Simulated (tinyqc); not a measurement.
Pariser-Parr-Pople SCF with singles CI, for the molecule Nc1cccnc[cH+]1 (SMILES; centres numbered as the heavy atoms are written), step by step. One step of it, computed by the program tinyqc.

Question. PPP integrals. Ohno: gamma = 14.399645/sqrt(R^2 + a^2), a = 2 x 14.399645/(gamma_rr + gamma_ss); H_rr = -W_r - sum_(s != r) z_s gamma_rs; H_rs = beta for bonds.

Centres (angstrom, eV; a flat drawing with bonds scaled to 1.40 angstrom):
```
centre          x          y  core charge z          W   gamma_rr
1N       2.637000   0.000000              2  27.270000  18.300000
2C       1.237000   0.000000              1  11.450000  10.740000
3C       0.629000   1.261000              1  11.450000  10.740000
4C      -0.736000   1.573000              1  11.450000  10.740000
5C      -1.830000   0.700000              1  11.450000  10.740000
6N      -1.830000  -0.700000              1  14.660000  13.300000
7C      -0.736000  -1.573000              1  11.450000  10.740000
8C       0.629000  -1.261000              1  11.450000  10.740000
```

Resonance integrals (eV):
```
i  j       beta
1  2  -2.170000
2  3  -2.390000
3  4  -2.390000
4  5  -2.390000
5  6  -2.350000
6  7  -2.350000
7  8  -2.390000
8  2  -2.390000
```

Give: repulsion gamma_rs; core matrix H.

Answer.

repulsion gamma_rs (eV), order 1N, 2C, 3C, 4C, 5C, 6N, 7C, 8C:
```
[[18.3000, 8.3931, 5.6026, 3.7386, 3.1108, 3.1219, 3.7386, 5.6026],
 [8.3931, 10.7400, 7.4286, 5.0394, 4.2108, 4.2777, 5.0394, 7.4286],
 [5.6026, 7.4286, 10.7400, 7.4279, 5.0412, 4.2785, 4.2111, 5.0415],
 [3.7386, 5.0394, 7.4279, 10.7400, 7.4294, 5.1564, 4.2107, 4.2111],
 [3.1108, 4.2108, 5.0412, 7.4294, 10.7400, 7.8149, 5.0406, 4.2116],
 [3.1219, 4.2777, 4.2785, 5.1564, 7.8149, 13.3000, 7.8161, 5.1570],
 [3.7386, 5.0394, 4.2111, 4.2107, 5.0406, 7.8161, 10.7400, 7.4279],
 [5.6026, 7.4286, 5.0415, 4.2111, 4.2116, 5.1570, 7.4279, 10.7400]]
```

core matrix H (eV), order 1N, 2C, 3C, 4C, 5C, 6N, 7C, 8C:
```
[[-60.5782, -2.1700, 0.0000, 0.0000, 0.0000, 0.0000, 0.0000, 0.0000],
 [-2.1700, -61.6608, -2.3900, 0.0000, 0.0000, 0.0000, 0.0000, -2.3900],
 [0.0000, -2.3900, -56.0840, -2.3900, 0.0000, 0.0000, 0.0000, 0.0000],
 [0.0000, 0.0000, -2.3900, -52.4022, -2.3900, 0.0000, 0.0000, 0.0000],
 [0.0000, 0.0000, 0.0000, -2.3900, -51.4200, -2.3500, 0.0000, 0.0000],
 [0.0000, 0.0000, 0.0000, 0.0000, -2.3500, -55.4043, -2.3500, 0.0000],
 [0.0000, 0.0000, 0.0000, 0.0000, 0.0000, -2.3500, -52.6730, -2.3900],
 [0.0000, -2.3900, 0.0000, 0.0000, 0.0000, 0.0000, -2.3900, -56.1330]]
```
